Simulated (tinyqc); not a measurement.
# Changing the temperature of use T

Model: self-consistent Fermi level with native defects, at growth and after a quench. Computed by tinyqc, a small Python program. Command: `OMP_NUM_THREADS=1 python tinyqc.py 3021172 3021173 out.jsonl scfermi sweep`. One thread of a shared host (Intel(R) Xeon(R) Processor @ 2.30GHz), about 0.1 s of CPU time with the checks.

Energies are counted from the top of the valence band (VBM); when the gap shrinks with temperature the conduction band moves and the levels stay. The added dopant is taken as fully ionised. D and A draw on one reservoir with opposite signs, as the two vacancies of a compound do.

Inputs (values chosen for the exercise, with bands modelled on CdTe): gap E_g at 300 K = 1.54 eV; slope -dE_g/dT above 300 K = 0.00026 eV/K; electron mass m_e = 0.0924 m_0; valleys M_c = 1; hole mass m_h = 0.611 m_0; E_f of the neutral native donor D = 2.452 eV; E_f of the neutral native acceptor A = 1.941 eV; shift s of the chemical potential = -0.24 eV; site density N_s = 3.4e+22 cm^-3; dopant density N_X = 6.5e+17 cm^-3; growth temperature T_g = 957 K.

Added shallow dopant: donor.

levels of D above the VBM, most positive state first (eV): [0.737, 0.975]

levels of A above the VBM, (0/-1) first (eV): [0.128, 0.82, 0.826]

Constants: m_0 = 9.1093837015e-31 kg; k_B = 1.380649e-23 J/K; h = 6.62607015e-34 J s; k_B = 8.617333262e-05 eV/K.

Method:
- E_f(D, 0) = input + s and E_f(A, 0) = input - s; E_f(q, E_F = 0) follows from the levels, eps(q/q-1) = E_f(q - 1) - E_f(q) at E_F = 0.
- E_g(T) = E_g - slope x max(0, T - 300 K).
- N_c = 2 M_c (2 pi m_e k_B T/h^2)^(3/2) and N_v = 2 (2 pi m_h k_B T/h^2)^(3/2), masses in units of m_0.
- At growth T = T_g.
- n = N_c F_1/2((E_F - E_g)/k_B T), p = N_v F_1/2(-E_F/k_B T).
- F_1/2(eta) = (2/sqrt(pi)) int_0^infinity sqrt(x)/(1 + exp(x - eta)) dx, by the trapezoid rule in t = sqrt(x) with step 0.02 up to t = 12 (for eta < -12 by exp(eta) - exp(2 eta)/2^(3/2)).
- In equilibrium c_q = N_s exp(-(E_f(q, 0) + q E_F)/k_B T).
- Net charge = p - n + sum q c_q + N_X; the log ratio is ln(positive charge/negative charge).
- E_F is the root of the log ratio, by 50 bisections between -0.5 eV and E_g + 0.5 eV.
- After a quench the totals of D and A stay as grown, and each is shared among its charge states with weights exp(-(E_f(q, 0) + q E_F)/k_B T).

One run for each value; columns: (1) temperature of use T (K); (2) E_F after the quench (eV); (3) n after the quench (cm^-3); (4) p after the quench (cm^-3); (5) total D (cm^-3); (6) total A (cm^-3):
```
(1)    (2)        (3)        (4)        (5)        (6)
150  1.485  3.433e+15  5.547e-32  1.471e+11  2.155e+17
210  1.453  3.433e+15  9.261e-17  1.471e+11  2.155e+17
280  1.414  3.433e+15  3.815e-07  1.471e+11  2.155e+17
340  1.368  3.433e+15  7.593e-02  1.471e+11  2.155e+17
410  1.307  3.434e+15  1.656e+03  1.471e+11  2.155e+17
470  1.253  3.439e+15  8.619e+05  1.471e+11  2.155e+17
540  1.190  3.520e+15  2.267e+08  1.471e+11  2.155e+17
600  1.140  3.931e+15  9.010e+09  1.471e+11  2.155e+17
```

Over the rows, E_F after the quench (eV) falls from 1.48 to 1.14 (exponent d ln y / d ln x -0.063 between the first rows and -0.41 between the last). The frozen totals stay; only their charge states and the carriers answer to T. Densities far below 1 cm^-3 are nominal.
